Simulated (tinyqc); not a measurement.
Inside a calculation. Method: CCD on RHF in the sto-3g basis, frozen core, for BeH2, spin multiplicity 1. One step of it, computed by the program tinyqc.

Task: CCD: starting amplitudes. t_ij^ab = <ij||ab> / (e_i + e_j - e_a - e_b), whose energy is MP2.

orbital energies (hartree): MO1 -4.530445, MO2 -0.425177, MO3 -0.383526, MO4 0.212581, MO5 0.213897, MO6 0.377795, MO7 0.740367

Two-electron integrals over orbitals (pq|rs), unique and non-zero (hartree); the lowest 1 orbital is frozen and left out:
```
(22|22) 0.378632    (32|32) 0.159827    (33|22) 0.390690    (33|33) 0.413988
(42|22) 0.004510    (42|33) 0.005463    (42|42) 0.047818    (43|32) 0.007636
(43|43) 0.013415    (44|22) 0.355804    (44|33) 0.339003    (44|42) -0.015339
(44|44) 0.450653    (52|52) 0.047685    (53|53) 0.012848    (54|52) -0.004973
(54|54) 0.024646    (55|22) 0.356297    (55|33) 0.339044    (55|42) -0.005579
(55|44) 0.400978    (55|55) 0.449859    (62|22) -0.016001   (62|33) -0.041624
(62|42) -0.002522   (62|44) 0.062954    (62|55) 0.064639    (62|62) 0.081955
(63|32) -0.092049   (63|43) -0.006436   (63|63) 0.085716    (64|22) 0.001188
(64|33) -0.002383   (64|42) 0.044593    (64|44) -0.001813   (64|55) 0.004334
(64|62) 0.012504    (64|64) 0.048124    (65|52) 0.046481    (65|54) -0.003179
(65|65) 0.049286    (66|22) 0.380479    (66|33) 0.391111    (66|42) 0.013625
(66|44) 0.353808    (66|55) 0.355754    (66|62) -0.026895   (66|64) 0.008517
(66|66) 0.398899    (72|32) -0.040038   (72|43) -0.006313   (72|63) 0.062044
(72|72) 0.057125    (73|22) -0.000356   (73|33) -0.018153   (73|42) -0.008774
(73|44) 0.068066    (73|55) 0.068363    (73|62) 0.077229    (73|64) 0.005987
(73|66) -0.021132   (73|73) 0.086349    (74|32) -0.014549   (74|43) 0.012646
(74|63) 0.009154    (74|72) 0.002729    (74|74) 0.018289    (75|53) 0.013358
(75|75) 0.016887    (76|32) 0.139532    (76|43) 0.008457    (76|63) -0.091278
(76|72) -0.048776   (76|74) -0.012543   (76|76) 0.135937    (77|22) 0.405102
(77|33) 0.421758    (77|42) 0.001162    (77|44) 0.380305    (77|55) 0.379953
(77|62) -0.021874   (77|64) -0.003054   (77|66) 0.414568    (77|73) 0.001163
(77|77) 0.460103
```

Give: Starting amplitudes; correlation energy.

Result:

Starting amplitudes (spin orbitals 1a, 1b, ...; amplitudes related by a flip of all spins are not repeated):
```
from      to          t
3a 3b  6a 6b     -0.056
2a 2b  6a 6b     -0.051
2a 3b  6a 7b     -0.040
3a 3b  7a 7b     -0.038
2a 2b  4a 4b     -0.037
2a 2b  5a 5b     -0.037
2a 3b  6b 7a      0.032
2a 2b  7a 7b     -0.025
3a 3b  4a 4b     -0.011
3a 3b  5a 5b     -0.011
2a 3a  6a 7a     -0.008
2a 3b  4a 7b   4.98e-03
3a 3b  4a 6b   4.74e-03
2a 3b  4b 7a  -3.58e-03
2a 2b  4a 6b   1.75e-03
2a 3a  4a 7a   1.40e-03
```

correlation energy = -0.02822 hartree
